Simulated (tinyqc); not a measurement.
Inside a calculation. Method: ROHF in the sto-6g basis, for H2+, spin multiplicity 2. One step of it, computed by the program tinyqc.

Question. Iteration 9 (converged): orbitals. Diagonalise F' = X^T F X, C = X C', fill 1 alpha and 0 beta electrons from the bottom; D(s) = C_occ C_occ^T. Each column has its largest component positive (the first on a tie).

converged F (hartree):
```
           1H 1s      2H 1s
1H 1s  -0.582541  -0.519091
2H 1s  -0.519091  -0.582537
```

X:
```
           1H 1s      2H 1s
1H 1s   1.085796  -0.253085
2H 1s  -0.253085   1.085796
```

Give: F' = X^T F X; orbital energies; coefficients C; D(alpha) after iteration 9; D(beta) after iteration 9.

Answer.

F' = X^T F X (hartree):
```
         1        2
1  -0.4388  -0.3251
2  -0.3251  -0.4388
```

orbital energies (hartree): MO1 -0.7639, MO2 -0.1137

coefficients C:
```
          MO1      MO2
1H 1s  0.5888  -0.9467
2H 1s  0.5888   0.9467
```

D(alpha) after iteration 9:
```
        1H 1s   2H 1s
1H 1s  0.3467  0.3467
2H 1s  0.3467  0.3467
```

D(beta) after iteration 9:
```
        1H 1s   2H 1s
1H 1s  0.0000  0.0000
2H 1s  0.0000  0.0000
```
